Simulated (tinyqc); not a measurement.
Koster-Slater impurity in a tight-binding band, by Green functions and by supercells: one step, computed by the program tinyqc. Command: `OMP_NUM_THREADS=1 python tinyqc.py 3015618 3015619 out.jsonl kosterslater walk`. One thread of a shared host (Intel(R) Xeon(R) Processor @ 2.30GHz), about 0.03 s of CPU time with the checks.

One orbital per site, e(k) = -2 t sum cos(k_i) over 2 direction(s), band from -4 t to 4 t, lattice constant 1. One site has the extra energy U. Spin is left out.

Task: The host Green function outside the band. Outside the band G0(E) = (2/(pi E)) K(m), m = 16 t^2/E^2, K the complete elliptic integral with parameter m. A bound state solves 1/U = G0(E). Energies: 0.05, 0.2, 0.5, 1, 2, 4 and 8 t beyond the band edge on the side of U, rounded to four digits.

Inputs (values chosen for the exercise, for a model band): hopping t = 0.68 eV; impurity potential U = 1.87 eV.

Lattice: square.

Give: Scan on the side of U.

Result:

Scan on the side of U:

| E (eV) | G0 (1/eV) | 1/U - G0 (1/eV) |
|---|---|---|
| 2.754 | 0.7522 | -0.2174 |
| 2.856 | 0.5823 | -0.0476 |
| 3.060 | 0.4651 | 0.0697 |
| 3.400 | 0.3736 | 0.1612 |
| 4.080 | 0.2824 | 0.2524 |
| 5.440 | 0.1973 | 0.3375 |
| 8.160 | 0.1262 | 0.4086 |

G0 diverges at the band edge, so any U binds a state, exponentially weakly when U is small.
